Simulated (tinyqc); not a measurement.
The integration grid: Kohn-Sham B3LYP on finer and finer grids in the sto-3g basis, for BeH2, spin multiplicity 1. Computed by the program tinyqc with PySCF. 

Geometry (angstrom):
```
atom       x        y       z
Be    0.0000   0.0000  0.0000
H     0.0000   1.3800  0.0000
H     0.0000  -1.3800  0.0000
```

Self-consistent on each grid; the net force on the molecule should vanish.

Kohn-Sham energy on Becke grids (radial x angular points per atom):
```
grid       points  residual of the electron count  E (hartree)  E - finest (mhartree)  largest net force without grid terms (hartree/bohr)
10 x 14       406                        3.00e-02   -15.744157             -35.974262                                             2.71e-16
15 x 26      1150                       -4.92e-04   -15.698908               9.274517                                             9.78e-16
20 x 50      2974                       -2.30e-03   -15.707379               0.803539                                             3.38e-16
30 x 86      7700                       -6.68e-04   -15.707971               0.211784                                             3.50e-16
50 x 194    29032                       -2.94e-06   -15.708180               0.002144                                             3.96e-16
75 x 302    67794                        9.89e-08   -15.708183              -0.000091                                             1.62e-16
120 x 590  212022                       -1.81e-09   -15.708183               0.000000                                             1.71e-16
```

The energy is within 0.1 mhartree of the finest grid first at 50 x 194. The error has both signs, since quadrature is not variational. The net force vanishes by symmetry here, so only the electron count signals a poor grid.
